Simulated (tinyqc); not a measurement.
# Energy and delay of logic against supply voltage: effects of single changes

One expression serves below and above threshold: I(Vg) = Ik [ln(1 + exp((Vg - VT + dd V)/(al nf Vt)))]^al, with I_on = I(V) and I_off = I(0). Gate delay td = kd C V/I_on, clock period LD td. Per gate and cycle the switching energy is act C V^2 and the leakage energy I_off V LD td. No short-circuit current, no variation. Minima are sought above 0.09 V; below a few Vt gates no longer switch and the model has no meaning.

Inputs (values chosen for the exercise); values of the order met in logic technologies:
- T = 300 K (temperature)
- VT = 0.33 V (threshold voltage at zero drain bias)
- nf = 1.18 (slope factor)
- dd = 0.1 (barrier lowering per volt of supply)
- Ik = 2 uA (specific current of a gate)
- al = 1.24 (exponent of the current law)
- C = 2 fF (load capacitance of a gate)
- kd = 1.2 (delay factor)
- LD = 40 (logic depth)
- act = 0.3 (activity factor)

Constants: q = 1.602176634e-19 C, kB = 1.380649e-23 J/K, Vt = kB T/q. Results are converted to the units shown.

Each table varies one quantity; the others keep the values above.

## Energy and delay against supply voltage

EDP = energy times td.

Energy and delay against supply voltage:
```
V (V),I_on (uA),I_off (nA),td (ps),switching (aJ),leakage (aJ),energy (aJ),EDP (fJ ps)
0.15,0.0088831,0.065526,40526,13.500,15.933,29.433,1192.8
0.27,0.54257,0.097103,1194.3,43.740,1.2525,44.992,53.735
0.38,5.9823,0.13925,152.45,86.640,0.32268,86.963,13.258
0.5,17.760,0.20635,67.568,150.00,0.27885,150.28,10.154
0.62,31.789,0.30576,46.808,230.64,0.35494,230.99,10.813
0.73,45.855,0.43844,38.207,319.74,0.48914,320.23,12.235
0.85,62.221,0.64958,32.786,433.50,0.72411,434.22,14.237
0.97,79.473,0.96232,29.293,564.54,1.0937,565.63,16.569
1.08,95.959,1.3795,27.012,699.84,1.6098,701.45,18.947
1.2,114.59,2.0431,25.133,864.00,2.4648,866.46,21.777
```

What does the table show?

td falls from 40500 to 25.1 ps; the energy rises from 29.4 to 866 aJ and the EDP goes from 1190 through a minimum of 10.2 (at V = 0.5 V among the rows listed) to 21.8 fJ ps. The exact minima lie at V = 0.173 V for the energy and 0.511 V for the EDP. Going from 1.2 V to the energy minimum saves a factor of 30.9 in energy and costs a factor of 812 in delay. Below the minimum the leakage energy rises faster than the switching energy falls, because the clock period grows so steeply.

## Optimum supplies against the activity factor

Same model as above.

V_min minimises the energy and V_EDP the product of energy and td.

Result of one run:
```
act,V_min (V),energy at V_min (aJ),leakage share (%),clock at V_min (MHz),V_EDP (V),clock at V_EDP (GHz)
0.1,0.2165,13.30,29.51,4.494,0.5113,0.3873
```

What becomes of these results when the activity factor act is changed from 0.1 to 0.5, all else the same?

Result of the changed run:
```
act,V_min (V),energy at V_min (aJ),leakage share (%),clock at V_min (MHz),V_EDP (V),clock at V_EDP (GHz)
0.5,0.1510,38.43,40.71,0.6343,0.5106,0.3862
```

The whole series:
```
act,V_min (V),energy at V_min (aJ),leakage share (%),clock at V_min (MHz),V_EDP (V),clock at V_EDP (GHz)
0.002,0.3570,0.8827,42.26,123.6,0.5392,0.4281
0.005,0.3237,1.568,33.17,72.09,0.5249,0.4075
0.01,0.2992,2.529,29.23,43.24,0.5184,0.3979
0.02,0.2748,4.161,27.41,23.76,0.5146,0.3923
0.05,0.2421,8.100,27.65,9.578,0.5122,0.3886
0.1,0.2165,13.30,29.51,4.494,0.5113,0.3873
0.2,0.1897,21.45,32.86,2.009,0.5109,0.3866
0.5,0.1510,38.43,40.71,0.6343,0.5106,0.3862
```

As act goes from 0.002 to 0.5, V_min falls from 0.357 to 0.151 V, the energy there rises from 0.883 to 38.4 aJ, the clock there falls from 124 to 0.634 MHz and V_EDP falls from 0.539 to 0.511 V. act and LD enter V_min only through the ratio act/LD.

Numbers from tinyqc (`OMP_NUM_THREADS=1 python tinyqc.py 2082205 2082206 out.jsonl`; about 0.01 s on one thread of a shared Intel Xeon 2.30GHz).
